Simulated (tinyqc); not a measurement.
## Ground and coupling capacitance from two measurements

Problem. A line has Cg to the planes and Cc to each of two neighbours. Find Cg, Cc, the load when both neighbours switch in antiphase, and the pulse on the line when it floats and both neighbours swing by Vx.

Values chosen for this exercise: swing Vx = 0.8 V.

capacitance with neighbours driven alike and with neighbours grounded (aF/um): 35  233

Solution. Driven alike, Cc carries no charge, which leaves Cg; grounded neighbours give Cg + 2 Cc, antiphase Cg + 4 Cc; a floating line divides the swing as 2 Cc/(Cg + 2 Cc).

Cg = 35.00 aF/um
Cc = 99.00 aF/um
load in antiphase = 431.0 aF/um
pulse = 0.6798 V

tinyqc, about 0.9 s, one thread, Intel Xeon 2.30GHz (shared host): `OMP_NUM_THREADS=1 python tinyqc.py 2790190 2790191 out.jsonl`
